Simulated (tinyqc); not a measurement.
Inside a calculation. Model: defect equilibria of an oxide against oxygen pressure (mass action). Computed by tinyqc, a small Python program that keeps every step. Command: `OMP_NUM_THREADS=1 python tinyqc.py 3015321 3015322 out.jsonl brouwer walk`. One thread of a shared host (Intel(R) Xeon(R) Processor @ 2.30GHz), about 0.01 s of CPU time with the checks. Intermediate numbers are printed to about 5 digits and carried at full precision; extremes and crossings named in words are read from the listed rows.

Defects: oxygen vacancies V (charge +2), electrons n, holes p, the ionic partner X = O_i'' (charge -2), and the dopant. Activities are taken equal to concentrations.

Inputs (values chosen for the exercise, for a model oxide):
```
quantity                           value             unit
reduction enthalpy H_r               3.8               eV
prefactor K_r0                   7.7e+67  cm^-9 atm^(1/2)
gap E_g                             2.37               eV
prefactor N_c N_v                3.9e+42            cm^-6
disorder enthalpy H_s               2.53               eV
prefactor K_s0                   1.4e+45            cm^-6
dopant density N_d               7.8e+17            cm^-3
temperature T                       1000                K
oxygen pressure P                  8e-10              atm
electron mobility mu_n              0.14       cm^2/(V s)
hole mobility mu_p                 0.051       cm^2/(V s)
vacancy diffusion prefactor D_0    0.098           cm^2/s
vacancy migration energy E_m        0.75               eV
```

Ionic disorder: anion Frenkel. Dopant (singly charged, fully ionised): acceptor.

Constants: k_B = 8.617333262e-05 eV/K; e = 1.602176634e-19 C.

## Equilibrium constants

K_r = K_r0 exp(-H_r/k_B T) = [V] n^2 P^(1/2); K_i = N_c N_v exp(-E_g/k_B T) = n p; K_s = K_s0 exp(-H_s/k_B T) = [X] [V].

K_r = 5.4367e+48 cm^-9 atm^(1/2)

K_i = 4.4339e+30 cm^-6

K_s = 2.4859e+32 cm^-6

## Trial electron densities

Neutrality: 2 [V] + p = n + 2 [X] + N_d. With n as the unknown, [V] = K_r/(n^2 P^(1/2)), p = K_i/n, [X] = K_s/[V]; the log ratio is ln(positive/negative).

Densities (cm^-3):
```
n                [V]           p         [X]  log ratio
1.00e+16  1.9222e+21  4.4339e+14  1.2933e+11      8.490
1.00e+17  1.9222e+19  4.4339e+13  1.2933e+13      3.777
1.00e+18  1.9222e+17  4.4339e+12  1.2933e+15     -1.534
1.00e+19  1.9222e+15  4.4339e+11  1.2933e+17     -7.962
1.00e+20  1.9222e+13  4.4339e+10  1.2933e+19    -15.007
```

## Solution at the given pressure

The root is found by 60 bisections in ln n between n = 1e-10 and 1e25 cm^-3.

n = 5.3959e+17 cm^-3

[V] = 6.6017e+17 cm^-3

p = 8.2172e+12 cm^-3

[X] = 3.7656e+14 cm^-3

The largest terms give the Brouwer balance 2 [V] = N_d; the smaller of the two terms is 59 % of the total charge of one sign, so the point lies near a boundary between regimes.

## Conductivities

sigma_n = e n mu_n, sigma_p = e p mu_p, sigma_ion = 2 e [V] mu_V with mu_V = 2 e D/(k_B T) and D = D_0 exp(-E_m/k_B T); only the oxygen vacancies carry ionic current, and the ionic transport number is sigma_ion over the total.

sigma_n = 0.012103 S/cm

sigma_p = 6.7144e-08 S/cm

sigma_ion = 7.9881e-05 S/cm

total conductivity = 0.012183 S/cm

ionic transport number = 0.0065566

The conductor is mainly n-type electronic here.

## Brouwer diagram

The slope is d log n / d log P from this row and the one above; the last column names the largest term on each side. Pressures that give more than 3e21 cm^-3 are left out.

Log10 of the densities in cm^-3:
```
log10 P (atm)       n     [V]       p     [X]  slope of n      balance
-28            21.012  20.711   9.635  11.684           -    2 [V] = n
-24            20.345  20.045  10.302  12.350    -0.16677    2 [V] = n
-20            19.676  19.382  10.970  13.013    -0.16713    2 [V] = n
-16            19.001  18.733  11.646  13.663    -0.16879    2 [V] = n
-12            18.297  18.140  12.349  14.255    -0.17596    2 [V] = n
-8             17.498  17.739  13.148  14.657    -0.19978  2 [V] = N_d
-4             16.562  17.611  14.085  14.784    -0.23409  2 [V] = N_d
0              15.571  17.593  15.076  14.802    -0.24771  2 [V] = N_d
```

Regimes: 2 [V] = n from log P = -28 to -12, where that balance predicts a slope of -1/6 and the table comes as close as -0.167; 2 [V] = N_d from log P = -8 to 0, where that balance predicts a slope of -1/4 and the table comes as close as -0.248. Rows with n or p near or above sqrt(N_c N_v) are degenerate, and n p = K_i is then only nominal.

## Conductivity against oxygen pressure

The formulas are those given above.

Log10 of the conductivities in S/cm:
```
log10 P (atm)   n-type   p-type    ionic    total  ionic transport number
-28             1.3628  -10.453  -1.2059   1.3640                 0.00269
-24             0.6958   -9.786  -1.8718   0.6970                 0.00270
-20             0.0273   -9.117  -2.5347   0.0285                 0.00273
-16            -0.6479   -8.442  -3.1844  -0.6466                 0.00290
-12            -1.3517   -7.738  -3.7767  -1.3501                 0.00374
-8             -2.1509   -6.939  -4.1785  -2.1468                 0.00930
-4             -3.0872   -6.003  -4.3057  -3.0612                 0.05695
0              -4.0781   -5.012  -4.3240  -3.8517                 0.33705
```

The ionic transport number stays at or below about 0.34: no electrolytic window. The total has no minimum inside this range.

Checks made by the program: the three mass-action laws (relative difference below 1e-10).
